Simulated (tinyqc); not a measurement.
# Bandgap voltage reference from two bipolar transistors, step by step

Numbers from tinyqc (`OMP_NUM_THREADS=1 python tinyqc.py 2062095 2062096 out.jsonl`; about 0.03 s on one thread of a shared Intel Xeon 2.30GHz). Printed values are rounded.

Two transistors of area 1 and N carry the same current I. Is(T) = Is (T/T0)^eta exp[(Vg0 q/kB)(1/T0 - 1/T)], VBE1 = Vt ln(I/Is(T)) + I rb, VBE2 = Vt ln(I/(N Is(T))) + I rb/N. The amplifier forces I R1(T) = VBE1 - VBE2 + Vos, with R(T) = R (1 + tc (T - T0)) for both resistors, and the output is Vref = VBE1 + I R2(T). Base currents and the Early effect are neglected.

Values chosen for this exercise; values of the order met in silicon bipolar transistors:
- T0 = 298 K (reference temperature)
- Vg0 = 1.163 V (band-gap voltage extrapolated to 0 K)
- eta = 4.2 (temperature exponent of the saturation current)
- Is = 3.4e-16 A (saturation current of the unit transistor at T0)
- N = 4 (area ratio of the second transistor)
- R1 = 29 kohm (resistor across which the difference of VBE falls, at T0)
- tc = 0 ppm/K (temperature coefficient of both resistors)
- Vos = -1 mV (offset of the amplifier)
- rb = 0 ohm (series resistance of the unit transistor)
- R2 = 570.6 kohm (output resistor at T0)
- T = 333 K (temperature)

Constants: q = 1.602176634e-19 C, kB = 1.380649e-23 J/K. Results are converted to the units shown.

## Operating point at the reference temperature

Vt = kB T/q; I = (Vt ln N + Vos)/(R1(T) - rb (1 - 1/N)). Evaluate at T = T0.

Vt = 0.0256797 V
I = 1.19309 uA
Is(T) = 3.4e-16 A
VBE1 = 0.564403 V
I R2 = 0.680776 V
Vref = 1.24518 V

## Operating point at another temperature

Vt = kB T/q; I = (Vt ln N + Vos)/(R1(T) - rb (1 - 1/N)).

Vt = 0.0286957 V
I = 1.33727 uA
Is(T) = 6.32868e-14 A
VBE1 = 0.483988 V
I R2 = 0.763044 V
Vref = 1.24703 V

From T0 to T, VBE1 changes by -80.4 mV and I R2 by 82.3 mV, which leaves 1.85 mV in Vref.

## Resistor for zero slope at T0, ideal case

With tc = 0, Vos = 0 and rb = 0 the current is proportional to T, dVBE/dT = (VBE - Vg0 - (eta - 1) Vt)/T, and Vref has zero slope at T0 when Vref = Vg0 + (eta - 1) Vt0. Find VBE1, its slope, that Vref, R2/R1 and the curvature d2Vref/dT2 = -(eta - 1) kB/(q T0).

VBE1 = 0.565135 V
dVBE/dT = -2.28201 mV/K
Vref = 1.24517 V
R2/R1 = 19.1025
curvature = -0.925351 uV/K^2
